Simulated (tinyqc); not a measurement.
One level coupled to a phonon between two leads, self-consistent Born approximation: one step of the calculation.

Wide-band leads with mu_L = +V/2 and mu_R = -V/2; phonons in equilibrium, Nq = 1/(exp(w0/kB T) - 1). Scattering links only energies that differ by w0, so a ladder E_k = E1 + k w0 closes on itself; terms that reach past its ends are dropped. Gn and Gp are the electron and hole parts of the spectral function A = Gn + Gp.

Task. Green functions. |G|^2 = 1/[(E - ed)^2 + (GL + GR + Sin + Sout)^2/4], Gn = |G|^2 (GL fL + GR fR + Sin), Gp = |G|^2 (GL (1 - fL) + GR (1 - fR) + Sout), f = 1/(1 + exp((E - mu)/kB T)). On a single ladder the real part of the phonon self-energy, which needs all energies, is left out.

Values chosen for this exercise: temperature of leads and phonons T = 77 K; level ed = -22 meV; coupling to the left lead GL = 87 meV; coupling to the right lead GR = 39 meV; bias V = 60 mV.

Constants: q = 1.602176634e-19 C, kB = 1.380649e-23 J/K, Vt = kB T/q. Results are converted to the units shown.

| rung | E (meV) | Sin (meV) | Sout (meV) |
|---|---|---|---|
| 0 | -83 | 2.0390237 | 1.3141672e-7 |
| 1 | 37 | 1.6288973e-7 | 0.0011644644 |
| 2 | 157 | 2.8524793e-8 | 9.3939966 |
| 3 | 277 | 1.1130244e-16 | 2.3653430 |
| 4 | 397 | 6.0051058e-25 | 0.91224164 |
| 5 | 517 | 4.3690923e-33 | 0.47443882 |
| 6 | 637 | 3.7261294e-41 | 0.28923224 |

Wanted: Gn after iteration 1; Gp after iteration 1.

Result.

| rung | Gn after iteration 1 (1/meV) | Gp after iteration 1 (1/meV) |
|---|---|---|
| 0 | 0.016373 | 1.6940e-6 |
| 1 | 0.0030163 | 0.013896 |
| 2 | 1.2351e-11 | 0.0036969 |
| 3 | 6.4588e-20 | 0.0013726 |
| 4 | 4.6520e-28 | 7.0669e-4 |
| 5 | 3.9546e-36 | 4.2943e-4 |
| 6 | 3.7123e-44 | 2.8816e-4 |

Range of the model: The self-consistent Born approximation keeps only non-crossing phonon lines and no Hartree shift; it is rough once the coupling nears the phonon energy.

Computed by the program tinyqc: `OMP_NUM_THREADS=1 python tinyqc.py 2720122 2720123 out.jsonl`, one thread of a shared Intel Xeon 2.30GHz, about 0.2 s for the whole run.
